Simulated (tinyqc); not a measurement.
## Inverter chain driving a load

N inverters, each f = Hc^(1/N) times larger than the one before: delay tau N (f + pp). Switched capacitance in units of the first input, with output capacitance pp times the input: Hc + (1 + pp)(Hc - 1)/(f - 1).

Inputs (values chosen for the exercise):
```
symbol,value,unit,meaning
Hc,93,,load over the input capacitance of the chain
pp,1,,parasitic delay of an inverter
tau,4.2,ps,delay unit
```

Results:

| N | f | delay (ps) | switched capacitance |
|---|---|---|---|
| 1 | 93.00 | 394.8 | 95.00 |
| 2 | 9.644 | 89.41 | 114.3 |
| 4 | 3.105 | 68.97 | 180.4 |
| 5 | 2.476 | 72.99 | 217.7 |
| 6 | 2.129 | 78.84 | 256.0 |
| 7 | 1.911 | 85.58 | 295.0 |
| 8 | 1.762 | 92.81 | 334.4 |

Estimate the missing row, N = 3.

Computed row:

| N | f | delay (ps) | switched capacitance |
|---|---|---|---|
| 3 | 4.531 | 69.69 | 145.1 |

With this row back in the table: The delay goes from 395 through a minimum of 69.0 (at N = 4 among the rows listed) to 92.8 ps. The best stage effort solves pp + rho (1 - ln rho) = 0, rho = 3.59, which gives N = ln Hc/ln rho = 3.55. One stage fewer than the best costs 1.0 % in delay and saves 20 % of the switched capacitance.

tinyqc, about 0.01 s, one thread, Intel Xeon 2.30GHz (shared host): `OMP_NUM_THREADS=1 python tinyqc.py 2082135 2082136 out.jsonl`
